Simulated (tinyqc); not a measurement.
Inside a calculation. Model: solid solubility of a dopant against its melt (retrograde solidus), clustering and the electrically active fraction. Computed by tinyqc, a small Python program that keeps every step. Command: `OMP_NUM_THREADS=1 python tinyqc.py 3027487 3027488 out.jsonl retro walk`. One thread of a shared host (Intel(R) Xeon(R) Processor @ 2.30GHz), about 0.01 s of CPU time with the checks. Intermediate numbers are printed to about 6 digits and carried at full precision; extremes and crossings named in words are read from the listed rows.

Inputs (values chosen for the exercise, of the order of those of copper in silicon for the solubility):

| quantity | value | unit |
|---|---|---|
| melting point of the host T_m | 1687 | K |
| heat of melting of the host H_f | 50.2 | kJ/mol |
| interaction L of the melt | -11 | kJ/mol |
| enthalpy of transfer from melt to solid H | 1.42 | eV |
| entropy of transfer S | 2.74 | k_B |
| site density N0 | 5e+22 | 1/cm^3 |
| temperature T | 1475 | K |
| total dopant density N_t | 2.9e+21 | 1/cm^3 |
| atoms per cluster m | 3 | - |
| cluster scale N* at 1273 K | 1.9e+20 | 1/cm^3 |
| activation energy E_b of the cluster scale | 0.44 | eV |
| anneal temperature T_a | 1275 | K |
| prefactor of n_i | 3.89e+16 | 1/(cm^3 K^1.5) |
| energy E_i in n_i | 0.604 | eV |
| mobility mu | 70 | cm^2/(V s) |

Clustering: clusters that take up free electrons.

Constants: R = 8.314462618 J/(mol K); k_B = 8.617333262e-05 eV/K; e = 1.602176634e-19 C; N_A = 6.02214076e+23 1/mol.

## Liquidus and solidus at T

x_l and x_s are atom fractions of the dopant in melt and solid; the solid is dilute. Liquidus of the host: R T ln(1 - x_l) + L x_l^2 = -H_f (1 - T/T_m). Distribution: k = x_s/x_l = exp[L (1 - x_l)^2/(R T)] exp(S/k_B - H/(k_B T)), the first factor being the activity coefficient in the melt. Solubility = x_s N0; at T_m x_l = 0.

x_l = 0.337734

distribution coefficient k = 1.46981e-04

x_s = 4.96405e-05

solubility = 2.48203e+18 1/cm^3

k at the melting point = 4.04803e-04

k has changed by a factor 0.36 from its value at T_m, while x_l has grown from 0 to 0.338.

## The retrograde maximum

The largest x_s N0 between 900 K and T_m. For an ideal melt with constant heats the maximum has x_l = H_f/(H + H_f), H in the same units.

temperature of the maximum = 1535.21 K

largest solubility = 2.69489e+18 1/cm^3

x_l there = 0.256931

ideal-melt value H_f/(H + H_f) = 0.268149

The maximum lies 152 K below T_m: above it the melt runs out of dopant, below it k falls as exp(-H/(k_B T)).

## The solidus

The formulas are those given above.

Against temperature:

| T (K) | x_l | k | solubility (1/cm^3) | over the maximum |
|---|---|---|---|---|
| 1000 | 0.800362 | 1.02467e-06 | 4.10052e+16 | 0.015216 |
| 1100 | 0.722517 | 4.40406e-06 | 1.59100e+17 | 0.059038 |
| 1200 | 0.635010 | 1.45360e-05 | 4.61524e+17 | 0.171259 |
| 1300 | 0.537591 | 3.89470e-05 | 1.04688e+18 | 0.388467 |
| 1400 | 0.428765 | 8.79574e-05 | 1.88565e+18 | 0.699713 |
| 1500 | 0.305143 | 1.71408e-04 | 2.61521e+18 | 0.970430 |
| 1580 | 0.190915 | 2.64541e-04 | 2.52524e+18 | 0.937047 |
| 1640 | 0.091382 | 3.44361e-04 | 1.57342e+18 | 0.583853 |
| 1675 | 0.024839 | 3.90159e-04 | 4.84560e+17 | 0.179807 |

Between the first rows the Arrhenius energy of the solubility is 1.29 eV, against H = 1.42 eV; it shrinks to zero at 1535 K and turns negative beyond. A crystal saturated at the maximum precipitates dopant-rich liquid on cooling and on heating alike. Below a eutectic or compound temperature another phase would set the limit.

## Active fraction after the anneal

A highly soluble donor (another dopant than that of the solidus) is limited by clustering. Donors N_a are active, and clusters hold m atoms each: N_t = N_a + m C, m C = N* (N_a/N*)^m (n/N*)^m, each atom taking one electron, n = N_a/2 + sqrt(N_a^2/4 + n_i^2), n_i = prefactor x T^1.5 exp(-E_i/(k_B T)), with N*(T) = N*(1273 K) exp[-(E_b/k_B)(1/T - 1/1273)]. Resistivity = 1/(e mu N_a).

N*(T_a) = 1.91199e+20 1/cm^3

active density N_a = 2.95391e+20 1/cm^3

active fraction = 0.101859

resistivity = 0.301852 milliohm cm

Doubling the dose would raise N_a by only 13 %. Caution: this clustering law is a generic form; degeneracy and a doping-dependent mobility are left out.

## Active against total

A highly soluble donor (another dopant than that of the solidus) is limited by clustering. Donors N_a are active, and clusters hold m atoms each: N_t = N_a + m C, m C = N* (N_a/N*)^m (n/N*)^m, each atom taking one electron, n = N_a/2 + sqrt(N_a^2/4 + n_i^2), n_i = prefactor x T^1.5 exp(-E_i/(k_B T)), with N*(T) = N*(1273 K) exp[-(E_b/k_B)(1/T - 1/1273)].

Active density (1/cm^3):

| N_t (1/cm^3) | N_a at T_a | fraction | N_a at T_a + 150 K | N_a at T_a - 150 K |
|---|---|---|---|---|
| 1.00e+19 | 9.99999e+18 | 0.999999 | 1.00000e+19 | 9.99993e+18 |
| 3.00e+19 | 2.99966e+19 | 0.999888 | 2.99994e+19 | 2.99580e+19 |
| 1.00e+20 | 9.67384e+19 | 0.967384 | 9.95057e+19 | 8.23342e+19 |
| 2.00e+20 | 1.51795e+20 | 0.758977 | 1.82222e+20 | 1.08356e+20 |
| 5.00e+20 | 2.05360e+20 | 0.410720 | 2.78086e+20 | 1.36356e+20 |
| 1.00e+21 | 2.40507e+20 | 0.240507 | 3.34128e+20 | 1.56880e+20 |
| 2.00e+21 | 2.75754e+20 | 0.137877 | 3.87307e+20 | 1.78379e+20 |
| 5.00e+21 | 3.25650e+20 | 0.065130 | 4.60327e+20 | 2.09578e+20 |

The exponent d ln N_a/d ln N_t falls from 1.00 to 0.18, towards 1/(2m) = 0.167. At the highest dose a 150 K hotter anneal gives 1.41 times the active density, and a later step 150 K cooler would cut it to 0.64 if it ran to equilibrium: short hot anneals come last.

Checks made by the program: the ideal-melt maximum (relative difference 3e-09).
